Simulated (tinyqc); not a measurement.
# MOSFET in the linear regime without short-channel effects, parameter extraction from computed curves: two studies

Inversion charge Q = Cox n Vt W0(exp((Vg - VT)/(n Vt))), W0 the Lambert function and n = nf; u = Q/Cox; mobility mu = mu0/(1 + th1 u + th2 u^2); channel resistance Rch = (L - dL)/(W mu Q); Id = Vd/(Rch + Rsd/W). Cox = eps0 eox/tox. Small Vd, no channel-length or drain effects.

Values chosen for this exercise; channel values of the order met in silicon transistors: temperature T = 300 K; relative permittivity of the gate insulator (close to silicon dioxide) eox = 3.9; insulator thickness tox = 4.1 nm; low-field mobility mu0 = 200 cm^2/(V s); first mobility attenuation factor th1 = 0.07 1/V; second mobility attenuation factor th2 = 0.03 1/V^2; threshold voltage VT = 0.5 V; body factor nf = 1.26; gate width W = 10 um; drawn gate length L = 0.061 um; drawn less effective length dL = 0.009 um; source plus drain resistance Rsd = 250 ohm um; drain voltage Vd = 0.01 V.

Constants: q = 1.602176634e-19 C, kB = 1.380649e-23 J/K, Vt = kB T/q, eps0 = 8.8541878128e-14 F/cm where lengths are in cm. Results are converted to the units shown.

Each table varies one quantity; the others keep the values above.

## Extraction methods against the second mobility attenuation factor

From the continuous curve Id(Vg): tangent at peak gm (V_ext = Vg - Id/gm); constant current Id = 0.1 uA W/L; peak of d2Id/dVg2; Y = Id/sqrt(gm) drawn through Vg = VT + 0.6 and VT + 0.8 V, with intercept VT_Y and slope s. Mobilities gm,max L/(W Cox Vd) and s^2 L/(W Cox Vd) with the drawn L. Last column: share of Rsd/W in the total resistance at VT + 0.8 V.

Result of one run:
columns A: th2 (1/V^2); B: V_ext (V); C: constant current (V); D: second derivative (V); E: VT_Y (V); F: mobility from gm (cm^2/(V s)); G: mobility from Y (cm^2/(V s)); H: series share (%)
```
A         B      C      D      E    F    G     H
0.36  0.492  0.569  0.488  0.632  149  327  31.6
```

What becomes of these results when the second mobility attenuation factor th2 is changed from 0.36 to 0.06 1/V^2, all else the same?

Result of the changed run:
columns A: th2 (1/V^2); B: V_ext (V); C: constant current (V); D: second derivative (V); E: VT_Y (V); F: mobility from gm (cm^2/(V s)); G: mobility from Y (cm^2/(V s)); H: series share (%)
```
A         B      C      D      E    F    G     H
0.06  0.494  0.569  0.488  0.560  151  226  34.5
```

The whole series:
columns A: th2 (1/V^2); B: V_ext (V); C: constant current (V); D: second derivative (V); E: VT_Y (V); F: mobility from gm (cm^2/(V s)); G: mobility from Y (cm^2/(V s)); H: series share (%)
```
A         B      C      D      E    F    G     H
0     0.494  0.569  0.488  0.545  151  211  35.1
0.06  0.494  0.569  0.488  0.560  151  226  34.5
0.12  0.493  0.569  0.488  0.574  150  243  33.9
0.18  0.493  0.569  0.488  0.588  150  261  33.3
0.24  0.493  0.569  0.488  0.603  150  281  32.7
0.3   0.492  0.569  0.488  0.617  149  303  32.2
0.36  0.492  0.569  0.488  0.632  149  327  31.6
```

The model has VT = 0.5 V and mu0 = 200 cm^2/(V s). Over the table the extracted thresholds move by 1.8 mV (tangent), under 0.5 mV (constant current), under 0.5 mV (second derivative), 87 mV (Y function). The mobility from gm falls from 151 to 149 and that from Y rises from 211 to 327 cm^2/(V s).

## Extraction methods against the first mobility attenuation factor

Same model as above.

Results:
columns A: th1 (1/V); B: V_ext (V); C: constant current (V); D: second derivative (V); E: VT_Y (V); F: mobility from gm (cm^2/(V s)); G: mobility from Y (cm^2/(V s)); H: series share (%)
```
A        B      C      D      E    F    G     H
0    0.495  0.568  0.488  0.552  153  219  35.8
0.2  0.491  0.569  0.487  0.552  147  219  32.9
0.4  0.488  0.570  0.486  0.552  141  219  30.5
0.6  0.485  0.571  0.485  0.552  136  219  28.3
0.8  0.483  0.572  0.484  0.552  131  219  26.5
1.2  0.479  0.574  0.483  0.552  124  219  23.4
```

Estimate the missing row, th1 = 1 1/V.

Computed row:
columns A: th1 (1/V); B: V_ext (V); C: constant current (V); D: second derivative (V); E: VT_Y (V); F: mobility from gm (cm^2/(V s)); G: mobility from Y (cm^2/(V s)); H: series share (%)
```
A      B      C      D      E    F    G     H
1  0.481  0.573  0.483  0.552  127  219  24.8
```

With this row back in the table: The model has VT = 0.5 V and mu0 = 200 cm^2/(V s). Over the table the extracted thresholds move by 17 mV (tangent), 5.7 mV (constant current), 5.5 mV (second derivative), under 0.5 mV (Y function). The mobility from gm falls from 153 to 124 and that from Y stays near 219 cm^2/(V s).

Computed by the program tinyqc: `OMP_NUM_THREADS=1 python tinyqc.py 2210086 2210087 out.jsonl`, one thread of a shared Intel Xeon 2.30GHz, about 0.01 s for the whole run.
